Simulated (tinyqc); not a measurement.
# Projection against the Weibull slope

Defects are spread at random, so -ln(1 - F) is proportional to the area: t63(A2) = t63 (A1/A2)^(1/beta), and the time to the share Fp is t63(A2) (-ln(1 - Fp))^(1/beta).

Values chosen for this exercise:
- A1 = 470 um^2 (area of a test capacitor)
- A2 = 3.8e5 um^2 (gate area of the product)
- Fp = 0.0001 (allowed share of failed products)
- t63 = 69 s (characteristic time of a test capacitor)

Projection against the Weibull slope:
```
beta  t63 of the product (s)  time to Fp (s)  decades lost to area  decades lost to the percentile
0.6                9.8335e-4      2.1187e-10                4.8461                          6.6666
0.9                 0.040559       1.4577e-6                3.2308                          4.4444
1.2                  0.26048       1.2091e-4                2.4231                          3.3333
1.5                  0.79505       0.0017129                1.9385                          2.6667
1.8                   1.6729        0.010029                1.6154                          2.2222
2.1                   2.8460        0.035439                1.3846                          1.9048
2.4                   4.2395        0.091339                1.2115                          1.6667
2.7                   5.7800         0.19075                1.0769                          1.4815
3                     7.4066         0.34379               0.96923                          1.3333
```

What does the comparison show?

Both losses go as 1/beta: together 11.5 decades at beta = 0.6 and 2.30 at 3. For small Fp only the ratio Fp/A2 counts, so ten times the area costs as much as a tenth of Fp.

Computed by the program tinyqc: `OMP_NUM_THREADS=1 python tinyqc.py 2070125 2070126 out.jsonl`, one thread of a shared Intel Xeon 2.30GHz, about 0.01 s for the whole run.
